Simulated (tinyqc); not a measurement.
Inside a calculation. Model: n-type polysilicon, carrier trapping at grain boundaries.

Computed by the program tinyqc: `OMP_NUM_THREADS=1 python tinyqc.py 2830015 2830016 out.jsonl`, one thread of a shared Intel Xeon 2.30GHz, about 0.01 s for the whole run. Printed values are rounded.

One-dimensional grains of size Lg, uniform ionised doping N, monovalent traps Qt at each boundary at a depth Et below (for electrons) or above (for holes) the band edge there, abrupt depletion of width W on each side of a boundary, Boltzmann statistics. xi is the distance from the band edge at the grain centre to the Fermi level. Trapped charge Qt/(1 + exp((xi + VB - Et)/Vt)) = 2 N W, barrier VB = q N W^2/(2 eps0 eps_r).

Values chosen for this exercise; values of the order met in polycrystalline silicon: temperature T = 350 K; relative permittivity eps_r = 11.7; conduction-band density of states at T NB = 3.53e19 cm^-3; grain size Lg = 270 nm; trap density of a grain boundary Qt = 7.3e11 cm^-2; depth of the trap level from the majority band edge at the boundary Et = 0.37 eV; mass for thermionic emission ms = 0.45 m0; correction factor of the emission rate fe = 0.5; mobility inside the grains mug = 89 cm^2/(V s); doping N = 9.7e16 cm^-3.

Constants: q = 1.602176634e-19 C, kB = 1.380649e-23 J/K, m0 = 9.1093837015e-31 kg, Vt = kB T/q, eps0 = 8.8541878128e-14 F/cm where lengths are in cm. Results are converted to the units shown.

## Starting value

W = 23 nm.

W at the start = 23 nm

## Iteration 1: new W

Partly depleted grain, xi = Vt ln(NB/N): f = 1/(1 + exp((xi + VB - Et)/Vt)), g = Qt f - 2 N W, g' = -2 Qt f (1 - f) VB/(W Vt) - 2 N, W(new) = W - g/g'.

VB = 0.0396801 V
f = 0.993664
g = 2.79174e11 cm^-2
g' = -1.99258e10 cm^-2/nm
W after iteration 1 = 37.0107 nm

## Iteration 2: new W

As before.

VB = 0.102748 V
f = 0.950922
g = -2.38338e10 cm^-2
g' = -2.56717e10 cm^-2/nm
W after iteration 2 = 36.0823 nm

## Course of the iteration

Stop when the step is below 1e-10 nm, or after 40 iterations.

Course of the iteration:
```
iteration  W before the step (nm)  step (nm)
1                              23       14.0
2                         37.0107     -0.928
3                         36.0823    -0.0199
4                         36.0623   -8.13e-6
5                         36.0623    < 1e-11
```

Converged in 5 iterations.

## Depletion width, Fermi level and barrier

If the trap equation with xi = Vt ln(NB/N) has a root W < Lg/2, the grain is partly depleted; otherwise W = Lg/2 and the trap equation gives xi = Et - VB + Vt ln(Qt/(N Lg) - 1). N* = Qt/Lg.

N* = 2.70370e16 cm^-3
W = 36.0623 nm
xi = 0.177855 V
VB = 0.0975495 V
share of traps filled = 0.958369

N is 3.59 N*, and the grain is partly depleted; VB = 3.23 Vt.

## Resistivity and effective mobility

n0 = NB exp(-xi/Vt); mean density n0 (1 - 2 W/Lg) by charge balance in a partly depleted grain, and n0 (sqrt(pi)/2) erf(u)/u with u = sqrt(VB/Vt) in a fully depleted one; v = sqrt(kB T/(2 pi ms m0)); barrier resistivity Vt exp(VB/Vt)/(q fe n0 v Lg); grain resistivity (1 - 2 W/Lg)/(q n0 mug); effective mobility 1/(q mean density total resistivity).

n0 = 9.7e16 cm^-3
mean density = 7.10886e16 cm^-3
v = 4.33147e6 cm/s
barrier resistivity = 0.842638 ohm cm
grain resistivity = 0.529853 ohm cm
resistivity = 1.37249 ohm cm
effective mobility = 63.9706 cm^2/(V s)

The resistivity is 1.90 times that of a single crystal with the same N and mobility mug, and the mean density is 73.3 % of N.
